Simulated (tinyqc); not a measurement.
Surface Green function of a dimerised chain, Sancho-Rubio decimation: end state of the dimerised chain.

A semi-infinite lead of cells 0, 1, 2, ... with H0 inside a cell and H1 = <cell i|H|cell i + 1>. Cell A, B with A at the surface; -t1 joins A and B, -t2 joins B to the next A. z = E + i eta.

Start with e_s = e = H0, a = H1, b = H1^dagger. Each round: g = (z - e)^(-1); e_s <- e_s + a g b; e <- e + a g b + b g a; a <- a g a; b <- b g b (all with the old a, b). Round k joins cells 2^k apart. Stop when the largest entry of the matrices a and b is below 1e-12 eV; g_s = (z - e_s)^(-1), bulk (z - e)^(-1), density of states -Im Tr/pi. At E = dl and eta = 0.0001 eV the weight of a bound state on the first A site is -eta Im g_s(A, A).

Parameters, values chosen for the exercise:
```
symbol  value  unit                             meaning
t2          1    eV               hopping between cells
dl          0    eV  site energy, +dl on A and -dl on B
```

End state of the dimerised chain:

| t1 (eV) | half gap sqrt(dl^2 + (t1 - t2)^2) (eV) | weight from g_s | 1 - (t1/t2)^2, or 0 |
|---|---|---|---|
| 0.1 | 0.9000 | 0.9900 | 0.9900 |
| 0.3 | 0.7000 | 0.9100 | 0.9100 |
| 0.5 | 0.5000 | 0.7500 | 0.7500 |
| 0.7 | 0.3000 | 0.5100 | 0.5100 |
| 0.9 | 0.1000 | 0.1900 | 0.1900 |
| 1.1 | 0.1000 | 4.762e-8 | 0 |
| 1.3 | 0.3000 | 1.449e-8 | 0 |
| 1.5 | 0.5000 | 8.000e-9 | 0 |

What does the comparison show?

For t1 < t2 = 1 eV the weak bond comes first and a state is bound to the end at E = dl; its weight on the first site falls from 0.990 to 0.190 over these rows and follows 1 - (t1/t2)^2. For t1 > t2 there is none, and the column holds only a remainder of order eta^2 (8.0e-9 in the last row).

Computed by the program tinyqc: `OMP_NUM_THREADS=1 python tinyqc.py 2680009 2680010 out.jsonl`, one thread of a shared Intel Xeon 2.30GHz, about 0.03 s for the whole run.
